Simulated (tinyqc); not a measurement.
## Hot electrons in a saturated n-channel MOSFET, lucky-electron model: effect of the gate voltage

Beyond pinch-off the lateral field grows as Esat cosh(y/l) over the velocity-saturated region (pseudo-two-dimensional model). Impact ionisation in this region gives the substrate current, which biases the body forward through Rsub. Currents are per width. Local-field laws: they overstate ionisation when the field peak is narrower than an energy relaxation length.

Cox = 3.9 eps0/tox, l = sqrt(3 tox xj), Esat = 2 vs/mu. Overdrive g = Vg - VT + kb Vb; Vdsat = g Esat L/(g + Esat L); Id = Cox vs (g - Vdsat); dV = Vd - Id Rd - Vdsat; Em = sqrt((dV/l)^2 + Esat^2); Isub = Id (Ai/Bi) l Em exp(-Bi/Em). Vb = Rsub Isub is solved self-consistently. Lifetime tau = (Hl/Id)(Isub/Id)^(-m); 1 year = 3.15576e7 s.

Inputs (values chosen for the exercise); values close to those of silicon n-channel devices:

| symbol | value | unit | meaning |
|---|---|---|---|
| L | 0.8 | um | channel length |
| tox | 20 | nm | oxide thickness |
| xj | 330 | nm | junction depth |
| VT | 0.77 | V | threshold |
| mu | 340 | cm^2/(V s) | effective mobility |
| vs | 9.4e6 | cm/s | saturation velocity |
| Ai | 2e6 | 1/cm | ionisation prefactor |
| Bi | 1.76 | MV/cm | ionisation field |
| Rd | 0 | ohm um | resistance of the lightly doped drain |
| Rsub | 12000 | ohm um | substrate resistance |
| kb | 0.32 |  | fall of VT per volt of forward body bias |
| m | 3.3 |  | lifetime exponent |
| Hl | 610 | s uA/um | lifetime constant |
| Vd | 4 | V | drain voltage |

Constants: eps0 = 8.8541878128e-14 F/cm where lengths are in cm. Results are converted to the units shown.

Results:

| Vg (V) | Id (uA/um) | Em (MV/cm) | Isub (uA/um) | Isub/Id | tau (years) |
|---|---|---|---|---|---|
| 0.92 | 0.79870 | 0.27948 | 0.0065714 | 0.0082275 | 183.42 |
| 1.31 | 9.5399 | 0.25610 | 0.040474 | 0.0042426 | 136.62 |
| 2.08 | 48.591 | 0.21951 | 0.056202 | 0.0011566 | 1954.9 |
| 2.46 | 75.835 | 0.20496 | 0.046350 | 6.1120e-4 | 10279 |
| 2.85 | 107.98 | 0.19186 | 0.034376 | 3.1836e-4 | 62122 |
| 3.23 | 142.69 | 0.18059 | 0.024122 | 1.6905e-4 | 3.7962e5 |
| 3.62 | 181.25 | 0.17031 | 0.016047 | 8.8539e-5 | 2.5258e6 |
| 4 | 221.24 | 0.16136 | 0.010464 | 4.7296e-5 | 1.6385e7 |

Estimate the missing row, Vg = 1.69 V.

Computed row:

| Vg (V) | Id (uA/um) | Em (MV/cm) | Isub (uA/um) | Isub/Id | tau (years) |
|---|---|---|---|---|---|
| 1.69 | 25.719 | 0.23668 | 0.057383 | 0.0022312 | 422.48 |

With this row back in the table: As Vg goes from 0.92 to 4 V, Em falls from 0.279 to 0.161 MV/cm, Isub goes from 0.00657 through a maximum of 0.0574 (at Vg = 1.69 V among the rows listed) to 0.0105 uA/um and tau goes from 183 through a minimum of 137 (at Vg = 1.31 V among the rows listed) to 1.64e7 years. Id grows with Vg while the rising Vdsat lowers the field, hence the bell shape; the peak row has Vg/Vd = 0.42. For Vg = 2.08 to 4 V tau is a far extrapolation that only says that hot carriers are no limit.

Numbers from tinyqc (`OMP_NUM_THREADS=1 python tinyqc.py 2550128 2550129 out.jsonl`; about 0.01 s on one thread of a shared Intel Xeon 2.30GHz).
